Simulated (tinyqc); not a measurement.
One-sided p+-n junction, ionisation integral and breakdown: two steps of the calculation.

A p+ layer at x < 0 and an n drift layer from x = 0. Depletion approximation, built-in voltage neglected. Local ionisation coefficients alpha_n = an exp(-(bn/E)^mx), alpha_p = ap exp(-(bp/E)^mx). Electrons move towards +x, holes towards x = 0.

Values chosen for this exercise; material values close to those of silicon: relative permittivity eps_r = 11.9; prefactor of the electron ionisation coefficient an = 7.1e5 1/cm; field constant for electrons bn = 1.2e6 V/cm; prefactor of the hole ionisation coefficient ap = 1.47e6 1/cm; field constant for holes bp = 2.07e6 V/cm; exponent mx = 1; donor density of the drift layer N = 2.8e16 cm^-3; reverse voltage V = 22.3 V; share of the depleted width that the grid covers fr = 0.6.

Constants: q = 1.602176634e-19 C, eps0 = 8.8541878128e-14 F/cm where lengths are in cm. Results are converted to the units shown.

Task 1. Field and ionisation coefficients on a grid. W = sqrt(2 eps0 eps_r V/(q N)), peak field E0 = q N W/(eps0 eps_r), falling linearly to 0 at W. Grid: 11 equal steps from 0 to fr W.

Find: W; x; E; alpha_n; alpha_p.

Result 1.

W = 1.0235 um
x, point 0 to 11 (um): [0.00000, 0.05583, 0.11165, 0.16748, 0.22331, 0.27913, 0.33496, 0.39078, 0.44661, 0.50244, 0.55826, 0.61409]
E, point 0 to 11 (kV/cm): [435.77, 412.00, 388.23, 364.46, 340.69, 316.92, 293.15, 269.38, 245.61, 221.84, 198.08, 174.31]
alpha_n, point 0 to 11 (1/cm): [45218, 38576, 32275, 26383, 20968, 16100, 11844, 8253.5, 5363.1, 3177.4, 1660.3, 726.76]
alpha_p, point 0 to 11 (1/cm): [12715, 9667.0, 7107.2, 5019.7, 3377.4, 2141.3, 1260.9, 676.24, 321.47, 130.31, 42.530, 10.228]

Task 2. Ionisation integrals by the trapezoid rule. G(x) = integral from 0 to x of (alpha_n - alpha_p); I_n = integral of alpha_n exp(-G) (electrons injected at x = 0), I_p = integral of alpha_p exp(G(end) - G) (holes injected at the far edge); M = 1/(1 - I). All integrals by the trapezoid rule on the grid.

x, point 0 to 11 (um): [0.00000000, 0.05582640, 0.11165280, 0.16747920, 0.22330560, 0.27913200, 0.33495840, 0.39078480, 0.44661120, 0.50243761, 0.55826401, 0.61409041]
alpha_n, point 0 to 11 (1/cm): [45218.049, 38575.797, 32275.233, 26382.885, 20968.111, 16100.222, 11844.044, 8253.5155, 5363.1228, 3177.4423, 1660.2596, 726.76171]
alpha_p, point 0 to 11 (1/cm): [12714.801, 9666.9596, 7107.1648, 5019.6984, 3377.4310, 2141.3205, 1260.9103, 676.23697, 321.47136, 130.31088, 42.530479, 10.228170]

Give: G; alpha_n exp(-G); I_n; I_p; M_n; M_p.

Result 2.

G, point 0 to 11: [0.00000, 0.17142, 0.32237, 0.45225, 0.56098, 0.64905, 0.71755, 0.76824, 0.80347, 0.82605, 0.83907, 0.84558]
alpha_n exp(-G), point 0 to 11 (in units of 1e4 1/cm): [4.5218, 3.2499, 2.3381, 1.6785, 1.1965, 0.8413, 0.5779, 0.3828, 0.2401, 0.1391, 0.0717, 0.0312]
I_n = 0.72533
I_p = 0.35163
M_n = 3.6407
M_p = 1.5423

Computed by the program tinyqc: `OMP_NUM_THREADS=1 python tinyqc.py 2120058 2120059 out.jsonl`, one thread of a shared Intel Xeon 2.30GHz, about 0.03 s for the whole run.
